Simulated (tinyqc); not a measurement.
From results back to parameters: Shockley-Read-Hall recombination through one deep level. Four cases, with inputs chosen for the exercise.

Problem. Deep-level transient spectroscopy: the emission rate is en = gam sigma T^2 exp(-dE/kB T), dE = Ec - Et. Two rates were computed from hidden dE and sigma.

Constants: kB = 8.617333262e-05 eV/K.

Case 1.

Values chosen (out of a larger set: gap and densities of states near those of Si at this temperature; not measured data): gam = 6.4e+21 1/(cm^2 s K^2) (vth Nc/T^2, which does not depend on T); T1 = 259 K; T2 = 303 K.

en(T1) = 7.00932 1/s
en(T2) = 311.671 1/s

Case 2.

Values chosen (out of a larger set: gap and densities of states near those of SiC at this temperature; not measured data): gam = 2.7e+21 1/(cm^2 s K^2) (vth Nc/T^2, which does not depend on T); T1 = 234 K; T2 = 280 K.

en(T1) = 0.890756 1/s
en(T2) = 65.7935 1/s

Case 3.

Values chosen (out of a larger set: gap and densities of states near those of SiC at this temperature; not measured data): gam = 3e+21 1/(cm^2 s K^2) (vth Nc/T^2, which does not depend on T); T1 = 369 K; T2 = 415 K.

en(T1) = 142.547 1/s
en(T2) = 2576.91 1/s

Case 4.

Values chosen (out of a larger set: gap and densities of states near those of GaN at this temperature; not measured data): gam = 3.4e+20 1/(cm^2 s K^2) (vth Nc/T^2, which does not depend on T); T1 = 164 K; T2 = 182 K.

en(T1) = 0.162861 1/s
en(T2) = 2.16582 1/s

Find: ln(en/T^2) at T1 and T2; dE; sigma.

Solution. ln(en/T^2) against 1/T is a line of slope -dE/kB and intercept ln(gam sigma); plotting ln en alone would overstate dE by about 2 kB T.

Case 1.

ln(en/T^2) at T1 and T2: -9.1664  -5.6855

dE = 0.535 eV
sigma = 4.2e-16 cm^2

Case 2.

ln(en/T^2) at T1 and T2: -11.0263  -7.0831

dE = 0.484 eV
sigma = 1.6e-16 cm^2

Case 3.

ln(en/T^2) at T1 and T2: -6.8619  -4.2022

dE = 0.763 eV
sigma = 9.2e-15 cm^2

Case 4.

ln(en/T^2) at T1 and T2: -12.0146  -9.6352

dE = 0.340 eV
sigma = 5.0e-16 cm^2

Computed by tinyqc, one run a case: `OMP_NUM_THREADS=1 python tinyqc.py N N+1 out.jsonl` with N = 1680281, 1680287, 1680320, 1680325; one thread of a shared Intel(R) Xeon(R) Processor @ 2.30GHz, about 0.01 s a run at most.
